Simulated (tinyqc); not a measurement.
Kramers turnover: harmonic transition-state theory with quantum, tunnelling and friction corrections. Computed by tinyqc, a small Python program. Command: `OMP_NUM_THREADS=1 python tinyqc.py 3027942 3027943 out.jsonl rates walk`. One thread of a shared host (Intel(R) Xeon(R) Processor @ 2.30GHz), about 0.01 s of CPU time with the checks.

One atom hops between equivalent sites; three modes at the minimum and two real modes at the saddle are treated as harmonic, the rest of the crystal as unchanged; melting is ignored, so hot rows may lie above the melting point.

Inputs (values chosen for the exercise, modelled on interstitial hydrogen in silicon): barrier E_b = 0.481 eV; imaginary frequency at the saddle nu_b = 30.1 THz; temperature T = 264 K.

Lattice of sites: three-dimensional. Correction studied: friction.

Constants: k_B = 8.617333262e-05 eV/K.

Method. Kramers: spatial-diffusion factor kappa_s = sqrt(1 + y^2) - y with y = gamma/(2 omega_b); weak-friction (energy-diffusion) estimate kappa_e = Delta/2 with Delta = (16/3)(gamma/omega_b) E_b/(k_B T), the energy lost in one round trip of a well at the barrier energy of a symmetric quartic double well, over k_B T (half of the escaping atoms fall back); bridge 1/kappa = 1/kappa_s + 1/kappa_e. omega_b = 2 pi nu_b; rate with friction = kappa k_cl.

Transmission:

| gamma/omega_b | kappa_s | kappa_e | kappa |
|---|---|---|---|
| 0.001 | 0.99950 | 5.6382e-02 | 0.05337 |
| 0.003 | 0.99850 | 1.6914e-01 | 0.14464 |
| 0.01 | 0.99501 | 5.6382e-01 | 0.35989 |
| 0.03 | 0.98511 | 1.6914e+00 | 0.62254 |
| 0.1 | 0.95125 | 5.6382e+00 | 0.81393 |
| 0.3 | 0.86119 | 1.6914e+01 | 0.81946 |
| 1 | 0.61803 | 5.6382e+01 | 0.61133 |
| 3 | 0.30278 | 1.6914e+02 | 0.30223 |
| 10 | 0.09902 | 5.6382e+02 | 0.09900 |
| 30 | 0.03330 | 1.6914e+03 | 0.03330 |

kappa peaks at 0.82 near gamma/omega_b = 0.3 among these rows. Below, too little energy reaches the atom and the rate grows with friction; above, recrossings cut it, as omega_b/gamma in the end (0.0333 against 0.0333). Transition-state theory, kappa = 1, is the upper bound. Caution: the simple bridge underestimates kappa near the turnover by some ten per cent and can shift the peak to higher friction; long jumps on a lattice are ignored.

Extremes, crossings and ranges named in words are read from the listed rows.
